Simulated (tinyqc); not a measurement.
Switching field against angle and time: single-domain magnet: Stoner-Wohlfarth switching, Neel-Arrhenius retention, LLG dynamics and spin torque. Computed by tinyqc, a small Python program. Command: `OMP_NUM_THREADS=1 python tinyqc.py 3002615 3002616 out.jsonl macro walk`. One thread of a shared host (Intel(R) Xeon(R) Processor @ 2.30GHz), about 0.04 s of CPU time with the checks.

The moment is uniform, with unit vector m; z is the easy axis. mu_0 = 1.25663706212e-6 T m/A, gamma = 1.76085963023e11 rad/(s T).

Inputs (values chosen for the exercise, for a model magnet):

| quantity | value | unit |
|---|---|---|
| saturation magnetisation M_s | 674 | kA/m |
| diameter d | 60 | nm |
| thickness t | 1.9 | nm |
| interface anisotropy K_i | 0.598 | mJ/m^2 |
| bulk anisotropy K_u | 66 | kJ/m^3 |
| exchange stiffness A | 9 | pJ/m |
| temperature T | 300 | K |
| attempt frequency f0 | 10 | GHz |
| waiting time t_w | 1e-08 | s |

Shape: thin disc, easy axis normal to it.

Constants: k_B = 1.380649e-23 J/K.

Method:
- The disc is treated as an oblate spheroid with p = t/d: N_z = [1 - p arccos(p)/sqrt(1 - p^2)]/(1 - p^2); V = pi d^2 t/4; K_eff = K_u + K_i/t + K_shape, K_shape = -(mu_0 M_s^2/4)(3 N_z - 1); mu_0 H_K = 2 K_eff/M_s.
- Delta = K_eff V/(k_B T); tau = exp(Delta)/f0; probability of a flip within t_w: P = 1 - exp(-t_w/tau). Wall width parameter sqrt(A/K_eff); a two-domain state costs 4 sqrt(A K_eff) times the cross-section that the wall cuts (d t).
- Energy over K_eff V: e(theta) = sin^2(theta) + 2 h cos(theta - psi) for m at the angle theta from +z and a field that points at psi from -z (it pulls m away from +z towards negative theta); h_sw = (cos^(2/3) psi + sin^(2/3) psi)^(-3/2).
- Switching field at T: the h at which the exact barrier equals ln(f0 t_w/ln 2) k_B T (0 if the zero-field barrier is lower). Sharrock form: h_sw [1 - (ln(f0 t_w/ln 2)/Delta)^(1/n)], n = 0.86 + 1.14 h_sw.

stability factor Delta = 150.162

Fields over H_K:

| psi (degrees) | h_sw at T = 0 | thermal, exact barrier | thermal, Sharrock form |
|---|---|---|---|
| 1 | 0.90707 | 0.77870 | 0.75703 |
| 10 | 0.67381 | 0.60126 | 0.59073 |
| 20 | 0.57365 | 0.51552 | 0.51325 |
| 30 | 0.52402 | 0.47216 | 0.47346 |
| 45 | 0.50000 | 0.45102 | 0.45387 |
| 60 | 0.52402 | 0.47216 | 0.47346 |
| 75 | 0.61466 | 0.55096 | 0.54543 |
| 89 | 0.90707 | 0.77870 | 0.75703 |

What follows from these numbers?

At T = 0 the field is least at 45 degrees, H_K/2, and symmetric about it. Thermal help lowers it to 86 % at 1 degree and 90 % at 45 degrees; the Sharrock form misses the exact barrier by at most about 0.022 H_K, at psi = 1 (and its mirror angle). Caution: a flat cylinder has a smaller N_z than the spheroid of the same t/d, so K_eff of a real disc is larger. Caution: a domain wall can cross the element at lower cost, so the single-domain barrier is an upper bound.

Extremes, crossings and ranges named in words are read from the listed rows.
